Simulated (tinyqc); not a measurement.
Memristor with linear dopant drift, Joglekar window: two steps of the calculation.

A film of thickness D has a doped share x: R = Ron x + Roff (1 - x), i = v/R, dx/dt = k i F with k = mv Ron/D^2 and F = 1 - (2 x - 1)^(2 p). The drive is v = V0 sin(2 pi f t). The model has no threshold and no heating.

Inputs (values chosen for the exercise):
- Ron = 200 ohm (resistance of the fully doped film)
- Roff = 40000 ohm (resistance of the undoped film)
- D = 8 nm (film thickness)
- mv = 2.4e-14 m^2/(V s) (dopant mobility)
- x0 = 0.15 (doped share at t = 0)
- V0 = 1.2 V (amplitude)
- p = 2 (window exponent)
- f = 2.8 Hz (frequency)

Problem 1. Rate constant, charge and flux scales. k = mv Ron/D^2; R0 = R(x0); without a window the film fills (x = 1) after the charge (1 - x0)/k and the flux (R0^2 - Ron^2)/(2 k (Roff - Ron)); half a period supplies the flux V0/(pi f).

Give: k; R0; charge to fill; flux to fill; flux of half a period.

Solution 1.

k = 7.500e4 1/C
R0 = 3.403e4 ohm
charge to fill = 11.33 uC
flux to fill = 0.1940 V s
flux of half a period = 0.1364 V s

Half a period supplies 70.3 % of the flux to fill.

Problem 2. One Runge-Kutta step. Step h = 1/(16 f), from t = j h. With g(t, x) = dx/dt: k1 = g(t, x), k2 = g(t + h/2, x + h k1/2), k3 = g(t + h/2, x + h k2/2), k4 = g(t + h, x + h k3), x(new) = x + h (k1 + 2 k2 + 2 k3 + k4)/6.

x at step 1 = 0.15887614
j = 1

Find: k1..k4; x at step 2.

Solution 2.

k1..k4 (1/s): 0.801  1.208  1.231  1.651
x at step 2 = 0.1861

Computed by the program tinyqc: `OMP_NUM_THREADS=1 python tinyqc.py 2880136 2880137 out.jsonl`, one thread of a shared Intel Xeon 2.30GHz, about 0.3 s for the whole run.
